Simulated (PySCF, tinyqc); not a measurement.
Inside a calculation. Method: G0W0 on RHF in the sto-6g basis, for H3+, spin multiplicity 1. The lowest restricted solution is unstable here: a spin-polarised one lies 0.0034 hartree lower (PySCF). One step of it, computed by the program tinyqc.

Task: G0W0 on Hartree-Fock: LUMO. W(p,q,m) = sqrt2 sum_ia (pq|ia) (X+Y)_ia,m; Sigma_c(x) = sum_(i,m) W^2/(x - e_i + w_m) + sum_(a,m) W^2/(x - e_a - w_m); solve x = e_p + Sigma_c(x) by Newton steps; Z = 1/(1 - dSigma/dx); 1 hartree = 27.211386 eV.

orbital energies (hartree): MO1 -0.897469, MO2 -0.339418, MO3 0.152090

Two-electron integrals over orbitals (pq|rs), unique and non-zero (hartree):
```
(11|11) 0.543134    (21|21) 0.147153    (22|11) 0.458961    (22|22) 0.517590
(31|11) 0.093081    (31|22) -0.046614   (31|31) 0.140412    (32|21) -0.144169
(32|32) 0.160936    (33|11) 0.548580    (33|22) 0.487345    (33|31) 0.080245
(33|33) 0.583048
```

excitation energies w (hartree): [0.799935, 1.300406]

X + Y, order 1>2, 1>3:
$$\begin{pmatrix}
0.835236 & 0.000000 \\
0.000000 & 0.898388
\end{pmatrix}$$

Give: The 12 largest terms at x = e_p; Newton steps; quasiparticle energy of the LUMO; Hartree-Fock value.

Result:

The 12 largest terms at x = e_p (hartree; W for the signs of X + Y given):
```
q  m        W     term
3  1  -0.1703  -0.0225
1  1   0.1738   0.0222
2  2  -0.0592  -0.0027
```

Newton steps (hartree):
```
step        x  Sigma_c(x)       Z
0     -0.3394     -0.0029  0.9654
1     -0.3422     -0.0028  0.9654
2     -0.3422     -0.0028  0.9654
```

quasiparticle energy of the LUMO = -9.3123 eV

Hartree-Fock value = -9.2360 eV
